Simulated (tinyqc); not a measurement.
# Silicon n-p-n transistor, Gummel numbers and transit times: Cut-off frequency against collector current

One-dimensional n-p-n transistor in the forward active mode at low injection. In the base p(x) = NB exp(-eta x/wb) and ni(x)^2 = ni^2 exp((g0 + g1 x/wb)/Vt); electrons leave the base at vsat; band spikes at the emitter junction and recombination inside the emitter are ignored.

f(x) = p(x) ni^2/ni(x)^2; I(x) = integral from x to wb of f/Dn, plus f(wb)/vsat; base Gummel number GB = I(0); electron density per unit flux n/(J/q) = I/f; base transit time tauB = integral of I/f over the base. ni = sqrt(Nc Nv) exp(-Eg/(2 Vt)), Eg in volts; JC = J0 exp(VBE/Vt), J0 = q ni^2/GB; collector layer one-sided, Wc = sqrt(2 eps0 eps_r (Vbc + VCB)/(q NC)), Vbc = Vt ln(NB exp(-eta) NC/ni^2), Cjc = eps0 eps_r/Wc, tauC = Wc/(2 vsat). Delay 1/(2 pi fT) = tauE + tauB + tauC + tauR with tauE = Vt (Cj + Cjc)/JC and tauR = Rc Cjc. Charge stored in the emitter is left out. The Kirk effect, also left out, sets in near JC = q NC vsat. n(0) = (JC/q) I(0)/f(0).

Parameters, values chosen for the exercise; band and dielectric values close to those of silicon:

| symbol | value | unit | meaning |
|---|---|---|---|
| T | 300 | K | temperature |
| Eg | 1.1 | eV | band gap |
| eps_r | 11.7 |  | relative permittivity |
| Nc | 2.82e19 | cm^-3 | conduction-band density of states at T |
| Nv | 2.69e19 | cm^-3 | valence-band density of states at T |
| vsat | 9.97e6 | cm/s | saturation velocity |
| wb | 220 | nm | neutral base width |
| NB | 1e17 | cm^-3 | base doping at the emitter edge |
| eta | 0 |  | doping falls as exp(-eta x/wb) |
| g0 | 0 | eV | gap reduction at the emitter edge of the base |
| g1 | 0 | eV | further gap reduction across the base (linear) |
| Dn | 8.7 | cm^2/s | electron diffusion coefficient in the base |
| NC | 2.9e16 | cm^-3 | collector doping |
| VCB | 1.4 | V | collector-base reverse bias |
| Cj | 4.3 | fF/um^2 | emitter junction capacitance |
| Rc | 15 | ohm um^2 | emitter plus collector resistance |

Constants: q = 1.602176634e-19 C, kB = 1.380649e-23 J/K, Vt = kB T/q, eps0 = 8.8541878128e-14 F/cm where lengths are in cm. Results are converted to the units shown.

The same in every row: tauB (ps) = 30.02; tauC (ps) = 1.563; tauR (ps) = 0.004987.

Cut-off frequency against collector current:
```
JC (mA/um^2)  VBE (V)  tauE (ps)  fT (GHz)  JC/(q NC vsat)   n(0)/NB
0.0001         0.6437       1198    0.1295        2.159e-4  0.001641
0.00021        0.6629      570.3    0.2644        4.533e-4  0.003446
0.00042        0.6808      285.1    0.5025        9.067e-4  0.006892
0.00086        0.6994      139.3    0.9316        0.001856   0.01411
0.0018         0.7185      66.53     1.622        0.003886   0.02954
0.0036         0.7364      33.27     2.454        0.007771   0.05907
0.0073         0.7547      16.41     3.316         0.01576    0.1198
0.015          0.7733      7.984     4.022         0.03238    0.2461
0.03           0.7912      3.992     4.473         0.06476    0.4923
```

What does the comparison show?

fT rises from 0.129 to 4.47 GHz as the charging time falls as 1/JC; its limit for vanishing tauE is 5.04 GHz, of which the largest delay is tauB (95.0 %). tauE equals the other delays together at JC = 0.00379 mA/um^2. For JC = 0.015, 0.03 the electron density at the emitter edge exceeds a fifth of NB, beyond low injection.

Range of the model: Heavy doping makes emitter or base degenerate; gE and g0 are to be read as apparent gap changes that include this.

Program tinyqc, `OMP_NUM_THREADS=1 python tinyqc.py 2320163 2320164 out.jsonl`; Intel Xeon 2.30GHz, shared host, one thread, about 0.01 s.
